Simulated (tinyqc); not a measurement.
Inside a calculation: localisation in a chain with random site energies (transfer matrices). Values are carried at full precision from step to step, so a last printed digit may differ when a step is redone from the rounded ones.

Hopping -t; leads with site energy 0, E = -2t cos(ka). psi_(j+1) = ((e_j - E)/t) psi_j - psi_(j-1), a product of matrices M_j = [[(e_j - E)/t, -1], [1, 0]]. For M = M_N ... M_1 the transmission is T = 4 sin^2(ka)/|M21 - M12 + M22 exp(ika) - M11 exp(-ika)|^2. Long samples draw e_j = W (x_j/2147483647 - 1/2) from x_j = 16807 x_(j-1) mod 2147483647, starting at x0. The localisation length xi, in sites, is defined by ln T = -2N/xi on average; weak disorder gives xi = 24 (4t^2 - E^2)/W^2, and the mean free path for backscattering is xi/2.

Inputs chosen for the exercise: t = 0.83 eV (hopping); E = -1.18 eV (energy); e = (-0.47, 0.35, -0.12, -0.12, 0.39, -0.04, 0.34, 0.32, 0.07) eV (site energies of the short sample); W = 0.99 eV (full width of the disorder); a = 5 angstrom (spacing).

## The product of transfer matrices

Multiply site by site and give T for each length.

Running product:
```
j  (e_j - E)/t      M11      M12      M21      M22       T
1       0.8554   0.8554  -1.0000   1.0000   0.0000  0.8606
2       1.8434   0.5769  -1.8434   0.8554  -1.0000  0.7675
3       1.2771  -0.1187  -1.3542   0.5769  -1.8434  0.8239
4       1.2771  -0.7285   0.1139  -0.1187  -1.3542  0.7597
5       1.8916  -1.2592   1.5697  -0.7285   0.1139  0.8256
6       1.3735  -1.0011   2.0420  -1.2592   1.5697  0.8485
7       1.8313  -0.5741   2.1699  -1.0011   2.0420  0.7103
8       1.8072  -0.0364   1.8795  -0.5741   2.1699  0.6519
9       1.5060   0.5192   0.6607  -0.0364   1.8795  0.6778
```

T is 0.6778 for the whole sample and does not fall steadily (it rises at j = 3, 5, 6 and 9): reflected waves interfere. The determinant of M stays 1.

## The same sites added without interference

One site alone reflects R_j = e_j^2/(e_j^2 + 4t^2 - E^2); incoherent addition sums R/(1 - R), and T = 1/(1 + sum).

R_j: 0.1394  0.0825  0.0105  0.0105  0.1004  0.0012  0.0782  0.0699  0.0036

sum of R/(1 - R) = 0.5493
T without interference = 0.6455

The coherent product gives 0.6778 for this sample.

## Weak-disorder lengths

Form ka, xi, xi a and the mean free path xi a/2.

ka = 0.7801 rad
xi = 33.38 sites

lengths (nm): localisation 16.691, mean free path 8.345

The formula needs xi well above one site.

## Checks

- T from the product against the Green function: both 0.67781.

Run: tinyqc, `OMP_NUM_THREADS=1 python tinyqc.py 1481744 1481745 out.jsonl`; Intel(R) Xeon(R) Processor @ 2.30GHz, one thread, shared host; about 0.06 s of CPU time with all checks.
